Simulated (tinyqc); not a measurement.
Capacitances against the line height.

Endless row of lines of width wl, height tl and space sl between grounded planes at distance hd; e2 fills the gaps beside the lines, e1 the rest. Laplace's equation is solved on meshes of 3, 6 and 12 steps per unit u and extrapolated (Aitken), which is good to about 0.2 %. C_even (all lines at 1 V) is the capacitance Cg to the planes; C_odd (neighbours in antiphase) = Cg + 4 Cc if only nearest neighbours couple, which defines Cc; total with quiet neighbours Cg + 2 Cc. Plate values 2 eps0 e1 wl/hd and eps0 e2 tl/sl.

Parameters, values chosen for the exercise:
- e1 = 4.2 (relative permittivity above and below the lines)
- e2 = 2 (relative permittivity between the lines)
- wl = 4 u (line width, in units u)
- sl = 6 u (space between lines)
- hd = 6 u (distance to each plane)

Constants: eps0 = 8.8541878128e-12 F/m. Results are converted to the units shown.

The same in every row: plate Cg (aF/um) = 49.6.

Capacitances against the line height:
columns A: tl (u); B: Cg (aF/um); C: Cc (aF/um); D: Cg + 2 Cc (aF/um); E: C_odd (aF/um); F: plate Cc (aF/um); G: share of coupling, 2 Cc/(Cg + 2 Cc) (%)
```
A     B     C    D    E     F     G
2   104  14.8  133  163  5.90  22.2
4   106  20.3  147  187  11.8  27.6
6   107  25.9  159  211  17.7  32.7
8   107  31.8  171  234  23.6  37.2
12  107  43.5  195  282  35.4  44.8
16  108  55.3  218  329  47.2  50.7
```

As tl goes from 2 to 16, Cg rises from 104 to 108 aF/um, Cc rises from 14.8 to 55.3 aF/um and the share of coupling rises from 22.2 to 50.7 %. Cg is 2.09 times its plate value in the first row and 2.17 times in the last; for Cc the ratios are 2.51 and 1.17. Neighbours in antiphase raise the load by a factor of 1.22 and 1.51 over quiet ones.

tinyqc, about 0.7 s, one thread, Intel Xeon 2.30GHz (shared host): `OMP_NUM_THREADS=1 python tinyqc.py 2790128 2790129 out.jsonl`
